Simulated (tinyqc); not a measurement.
Atomic layer deposition: Langmuir saturation, growth per cycle and coating of deep features: one step, computed by the program tinyqc. Command: `OMP_NUM_THREADS=1 python tinyqc.py 3028686 3028687 out.jsonl ald walk`. One thread of a shared host (Intel(R) Xeon(R) Processor @ 2.30GHz), about 0.03 s of CPU time with the checks.

Precursor A sticks only on free sites, so a long enough pulse saturates; co-reactant B then frees the sites again.

Problem. The first four cycles. One cycle from coverage th0: pulse A gives th1 = th_s + (th0 - th_s) exp(-(k_a + k_d) t), th_s = k_a/(k_a + k_d); the purge leaves th2 = th1 exp(-k_d t_p); pulse B converts c_B th2 into film and leaves th3 = (1 - c_B) th2. Growth = G c_B th2. Start from th0 = 0.

Inputs (values chosen for the exercise, modelled on aluminium oxide from trimethylaluminium and water): growth per cycle at saturation G = 1.2 angstrom; temperature T = 200 C; pulse time t = 0.0011 s; co-reactant completion per pulse c_B = 0.99; purge time t_p = 1.6 s.

k_a = 285.5014 1/s

k_d = 7.096001e-05 1/s

Give: Cycles.

Solution.

Cycles:
```
cycle        th0      th1      th2        th3  growth (angstrom)
1      0.0000000  0.26952  0.26949  0.0026949            0.32015
2      0.0026949  0.27149  0.27146  0.0027146            0.32249
3      0.0027146  0.27150  0.27147  0.0027147            0.32251
4      0.0027147  0.27150  0.27147  0.0027147            0.32251
```
